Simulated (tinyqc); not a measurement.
# Off-state leakage of single and stacked transistors: two studies

n-channel devices of unit width. Subthreshold current I(Vg, Vs, Vd) = I0 (T/300 K)^0.5 exp[(Vg - Vs - VT(T) - gb (Vs - Vb) + dd (Vd - Vs))/(nf Vt)] (1 - exp(-(Vd - Vs)/Vt)), VT(T) = VT - cT (T - 300 K). Gate-edge tunnelling Ig (Vd/1 V) exp(ag (Vd - 1 V)), for a gate at 0 V, and band-to-band leakage Ab u exp(-Bb/u), u = Vd - Vb + 1 V, flow at a drain held at V; both are taken as independent of T. In a stack of off transistors (all gates at 0 V) the same subthreshold current passes through each.

Values chosen for this exercise; values of the order met in bulk silicon logic transistors:
- T = 300 K (temperature)
- V = 1 V (supply voltage)
- VT = 0.38 V (threshold at 300 K, zero drain and body bias)
- cT = 0.7 mV/K (fall of the threshold with temperature)
- I0 = 0.31 uA/um (current at threshold at 300 K)
- nf = 1.55 (slope factor)
- dd = 0.14 (drain-induced lowering per volt)
- gb = 0.23 (rise of the threshold per volt of source-body bias)
- Ig = 5e-5 uA/um (gate-edge tunnelling current at 1 V)
- ag = 5.4 1/V (exponential slope of the gate current)
- Ab = 10 uA/(um V) (prefactor of band-to-band leakage at the drain)
- Bb = 26 V (its exponential voltage)
- Vb = -0.3 V (body voltage)

Constants: q = 1.602176634e-19 C, kB = 1.380649e-23 J/K, Vt = kB T/q. Results are converted to the units shown.

Each table varies one quantity; the others keep the values above.

## Subthreshold current against the height of the stack

All n gates at 0 V, bottom source at 0 V, top drain at V; node voltages follow from equal currents.

Result of one run:
columns A: n; B: I (nA/um); C: reduction factor; D: drain voltage of the bottom device (mV); E: source voltage of the top device (mV); F: voltage across the top device (V)
```
A        B       C       D  E       F
1  0.13879  1.0000  1000.0  0  1.0000
```

What becomes of these results when the number of transistors in series n is changed from 1 to 4, all else the same?

Result of the changed run:
columns A: n; B: I (nA/um); C: reduction factor; D: drain voltage of the bottom device (mV); E: source voltage of the top device (mV); F: voltage across the top device (V)
```
A          B       C       D       E        F
4  0.0018010  77.060  13.526  127.07  0.87293
```

The whole series:
columns A: n; B: I (nA/um); C: reduction factor; D: drain voltage of the bottom device (mV); E: source voltage of the top device (mV); F: voltage across the top device (V)
```
A          B       C       D       E        F
1    0.13879  1.0000  1000.0       0   1.0000
2  0.0056875  24.402  93.440  93.440  0.90656
3  0.0027355  50.736  23.527  114.85  0.88515
4  0.0018010  77.060  13.526  127.07  0.87293
5  0.0013429  103.35  9.5194  135.66  0.86434
6  0.0010708  129.61  7.3510  142.28  0.85772
```

The second transistor cuts the current by a factor of 24.4, the third by a further 2.08 and the sixth by 1.25. The top device keeps 85.8 % of the supply at n = 6, while the drain voltage of the bottom one falls to 0.284 Vt.

## Leakage components against the supply voltage

Same model as above.

One transistor with Vg = Vs = 0, Vd = V; stack factor I(one)/I(two in series).

Leakage components against the supply voltage:
```
V (V)  subthreshold (nA/um)  gate edge (nA/um)  band-to-band (nA/um)  total (nA/um)  stack factor  largest part
0.5                 0.02419           0.001680              0.009597        0.03547         5.607  subthreshold
0.6                 0.03431           0.003460               0.02167        0.05943         7.400  subthreshold
0.7                 0.04866           0.006926               0.04521         0.1008         9.871  subthreshold
0.8                 0.06900            0.01358               0.08815         0.1707         13.28  band-to-band
0.9                 0.09786            0.02622                0.1621         0.2862         17.96  band-to-band
1                    0.1388            0.05000                0.2833         0.4721         24.40  band-to-band
1.1                  0.1968            0.09438                0.4735         0.7647         33.26  band-to-band
1.2                  0.2791             0.1767                0.7608          1.217         45.42  band-to-band
1.3                  0.3959             0.3285                 1.180          1.905         62.14  band-to-band
1.4                  0.5614             0.6070                 1.775          2.944         85.10  band-to-band
```

As V goes from 0.5 to 1.4, the total leakage rises from 0.0355 to 2.94 nA/um. The subthreshold part leads at V = 0.5, the band-to-band part from 0.8 on. The reduction by a stack of two rises from 5.61 to 85.1, for the subthreshold part alone.

Computed by the program tinyqc: `OMP_NUM_THREADS=1 python tinyqc.py 2242199 2242200 out.jsonl`, one thread of a shared Intel Xeon 2.30GHz, about 0.03 s for the whole run.
